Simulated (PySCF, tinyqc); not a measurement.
Worked calculation: RHF in the sto-3g basis, for H4, spin multiplicity 1. The lowest restricted solution is unstable here: a spin-polarised one lies 0.0497 hartree lower (PySCF). One step of it, computed by the program tinyqc.

Problem. Iteration 1: diagonalisation and new density. Diagonalise F' = X^T F X, C = X C', fill 2 alpha and 2 beta electrons from the bottom; D = 2 C_occ C_occ^T. Each column has its largest component positive (the first on a tie).

Fock matrix F (hartree):
```
           1H 1s      2H 1s      3H 1s      4H 1s
1H 1s  -0.165200  -0.300792  -0.203617  -0.141469
2H 1s  -0.300792  -0.165200  -0.141469  -0.203617
3H 1s  -0.203617  -0.141469  -0.165200  -0.300792
4H 1s  -0.141469  -0.203617  -0.300792  -0.165200
```

X:
```
           1H 1s      2H 1s      3H 1s      4H 1s
1H 1s   1.072971  -0.195475  -0.111689  -0.000291
2H 1s  -0.195475   1.072971  -0.000291  -0.111689
3H 1s  -0.111689  -0.000291   1.072971  -0.195475
4H 1s  -0.000291  -0.111689  -0.195475   1.072971
```

Give: F' = X^T F X; orbital energies; coefficients C; D after iteration 1.

Solution.

F' = X^T F X (hartree):
```
         1        2        3        4
1  -0.0297  -0.2671  -0.1588  -0.0197
2  -0.2671  -0.0297  -0.0197  -0.1588
3  -0.1588  -0.0197  -0.0297  -0.2671
4  -0.0197  -0.1588  -0.2671  -0.0297
```

orbital energies (hartree): MO1 -0.4753, MO2 -0.1184, MO3 0.0983, MO4 0.3765

coefficients C:
```
          MO1      MO2      MO3      MO4
1H 1s  0.3828   0.4947   0.5785   0.6899
2H 1s  0.3828   0.4947  -0.5785  -0.6899
3H 1s  0.3828  -0.4947   0.5785  -0.6899
4H 1s  0.3828  -0.4947  -0.5785   0.6899
```

D after iteration 1:
```
         1H 1s    2H 1s    3H 1s    4H 1s
1H 1s   0.7825   0.7825  -0.1965  -0.1965
2H 1s   0.7825   0.7825  -0.1965  -0.1965
3H 1s  -0.1965  -0.1965   0.7825   0.7825
4H 1s  -0.1965  -0.1965   0.7825   0.7825
```
